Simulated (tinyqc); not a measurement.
Changing the beta: Tersoff bond-order potential. Computed by tinyqc, a small Python program. Command: `OMP_NUM_THREADS=1 python tinyqc.py 3003822 3003823 out.jsonl tersoff sweep`. One thread of a shared host (Intel(R) Xeon(R) Processor @ 2.30GHz), about 0.02 s of CPU time with the checks.

E = (1/2) sum_(i, j != i) [A exp(-lambda r_ij) - b_ij B exp(-mu r_ij)], b_ij = (1 + (beta zeta_ij)^n)^(-1/(2n)), zeta_ij = sum_(k != i, j) g(theta_ijk), g = 1 + c^2/d^2 - c^2/(d^2 + (h - cos theta)^2), with theta at atom i. Only nearest neighbours count (cut-off function 1 for them, 0 beyond).

Inputs (values chosen for the exercise, modelled on silicon): A = 1864.9 eV; B = 475.6 eV; lambda = 2.4799 1/angstrom; mu = 1.7322 1/angstrom; n = 0.7868; c = 98470; d = 16.28; h = -0.622.

Constants: 1 eV/angstrom^3 = 160.2176634 GPa.

Method:
- zeta = 3 g(cos theta = -1/3).
- With z equal bonds of order b, r = ln(lambda A/(mu b B))/(lambda - mu) and E per atom = -(z/2) b B exp(-mu r)(1 - mu/lambda).
- a0 = 4 r/sqrt3; B0 = phi''(r)/(3 a0) with phi'' = mu (lambda - mu) b B exp(-mu r), since b does not change under uniform scaling.
- Second derivatives of the energy per atom, volume V = a0^3/8: e_xx gives C11; e_xx = -e_yy gives 2 (C11 - C12); e_xy = e_yx = s/2 with a sublattice shift u_z gives C44 = (E_ss - E_su^2/E_uu)/V and Kleinman's parameter |E_su/E_uu|/(a0/4).

One run for each value:
```
beta      bond order b  energy per atom of the diamond lattice (eV)  bond length (angstrom)  C44 (GPa)
1.10e-07        0.9922                                       -5.134                   2.318      15.48
2.20e-07        0.9866                                       -5.039                   2.325      25.10
4.20e-07        0.9779                                       -4.894                   2.337      38.00
8.10e-07        0.9637                                       -4.661                   2.357      54.77
1.60e-06        0.9399                                       -4.291                   2.390      73.30
3.00e-06        0.9061                                       -3.800                   2.439      85.97
5.90e-06        0.8524                                       -3.102                   2.521      87.60
1.10e-05        0.7840                                       -2.351                   2.633      75.32
```

Over the rows, bond order b falls from 0.992 to 0.784 (exponent d ln y / d ln x -0.0081 between the first rows and -0.13 between the last); energy per atom of the diamond lattice (eV) rises from -5.13 to -2.35 (exponent d ln y / d ln x -0.027 between the first rows and -0.45 between the last); bond length (angstrom) rises from 2.32 to 2.63 (exponent d ln y / d ln x 0.0047 between the first rows and 0.070 between the last). beta scales how strongly neighbours weaken a bond: shear stiffness needs that dependence, but a weak, long bond is soft again.
